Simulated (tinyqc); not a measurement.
# Gate voltage for a given inversion charge

Inverse problem. p-type body, charge-sheet picture, depletion and inversion only, full ionisation (an idealisation for deep acceptors), Boltzmann statistics (rough once Na exp(x - xn) passes about Nc/7). In units of Vt: xg = (Vg - Vfb)/Vt, x = psi/Vt, G = gamma/sqrt(Vt), xn = (2 phiF + Vc)/Vt. The implicit equation is (xg - x)^2 = G^2 [x - 1 + exp(x - xn)] for x above about 3. Cox = eps0 eox/tox. ni = sqrt(Nc Nv) exp(-Eg/(2 Vt)), Eg in volts; phiF = Vt ln(Na/ni); gamma = sqrt(2 q eps0 eps_r Na)/Cox. N_inv = (Cox Vt G/q) [sqrt(x - 1 + exp(x - xn)) - sqrt(x - 1)]. Find x - xn, psi and Vg.

Parameters, values chosen for the exercise; band and dielectric values close to those of silicon:
- T = 350 K (temperature)
- Eg = 1.11 eV (band gap)
- eps_r = 11.8 (relative permittivity)
- Nc = 3.47e19 cm^-3 (conduction-band density of states at T)
- Nv = 3.34e19 cm^-3 (valence-band density of states at T)
- eox = 3.9 (relative permittivity of the gate insulator (close to silicon dioxide))
- tox = 6.1 nm (insulator thickness)
- Na = 2.7e17 cm^-3 (acceptor density)
- Vfb = -0.66 V (flat-band voltage)
- Vc = 0 V (channel-body voltage)

Constants: q = 1.602176634e-19 C, kB = 1.380649e-23 J/K, Vt = kB T/q, eps0 = 8.8541878128e-14 F/cm where lengths are in cm. Results are converted to the units shown.

N_inv = 3e11 cm^-2

Answer. N_inv rises steadily with x, so it fixes x; the implicit equation then gives xg directly.

x - xn = 2.368
psi = 0.8896 V
Vg = 0.8069 V

tinyqc, about 0.01 s, one thread, Intel Xeon 2.30GHz (shared host): `OMP_NUM_THREADS=1 python tinyqc.py 2122067 2122068 out.jsonl`
